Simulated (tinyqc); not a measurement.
A double barrier with mass mismatch, transfer matrices: two steps of the calculation.

One electron of energy E comes from the left lead (band edge 0); no transverse momentum. Parabolic bands, masses in units of m0, C = hbar^2/(2 m0); psi and psi'/m are continuous at every interface. Barrier d1, well Lw, barrier d2; the right lead equals the left one.

Parameters, values chosen for the exercise; masses and offsets close to those of InGaAs wells and InAlAs barriers:
```
symbol,value,unit,meaning
mL,0.041,m0,mass in the left lead
U1,0.52,eV,barrier height
m1,0.073,m0,barrier mass
d1,2.5,nm,width of the first barrier
Lw,3.6,nm,"well width (edge 0, mass mL)"
d2,1.2,nm,width of the second barrier
E,0.646,eV,electron energy
```

Constants: q = 1.602176634e-19 C, hbar = 1.054571817e-34 J s, m0 = 9.1093837015e-31 kg, hbar^2/(2 m0) = 0.0380998212 eV nm^2. Results are converted to the units shown.

Problem 1. Matrices of the layers. For the pair (psi, psi'/m) a flat layer has M = [[cos kd, (m/k) sin kd], [-(k/m) sin kd, cos kd]] with k = sqrt(m (E - U)/C) above its edge U, and M = [[cosh Kd, (m/K) sinh Kd], [(K/m) sinh Kd, cosh Kd]] with K = sqrt(m (U - E)/C) below it. M12 is in nm, M21 in 1/nm.

Find: M of layer 1; M of layer 2; M of layer 3.

Solution 1.

M of layer 1:
```
         1        2
1  0.33578  0.13995
2  -6.3399  0.33578
```

M of layer 2:
```
          1          2
1  -0.99021  0.0068628
2   -2.8381   -0.99021
```

M of layer 3:
```
         1         2
1  0.83116  0.082612
2  -3.7425   0.83116
```

Problem 2. Transmission and reflection. The matrix M carries (psi, psi'/m) across the stack, and v = k/m in each lead. psi = 1 + r at the left edge (incident amplitude 1) and t at the right edge. With det M = 1, a = i vR M11 - M21 and b = -vL vR M12 - i vL M22: t = 2 i vL/(a - b), r = -(a + b)/(a - b), T(E) = (vR/vL) |t|^2, R(E) = |r|^2.

M:
```
            1             2
1  0.12738007   -0.17354329
2   5.8330600  -0.096470626
```

vL = 20.335875 1/nm
vR = 20.335875 1/nm

Wanted: t; r; T(E); R(E).

Solution 2.

t = 0.00425-0.52408i
r = 0.84914+0.06554i
T(E) = 0.27467
R(E) = 0.72533

T(E) + R(E) = 1: the current is conserved.

Range of the model: Masses are held fixed, although real bands cease to be parabolic a few tenths of an eV from their edges (inside a barrier too).

Numbers from tinyqc (`OMP_NUM_THREADS=1 python tinyqc.py 2560045 2560046 out.jsonl`; about 0.03 s on one thread of a shared Intel Xeon 2.30GHz).
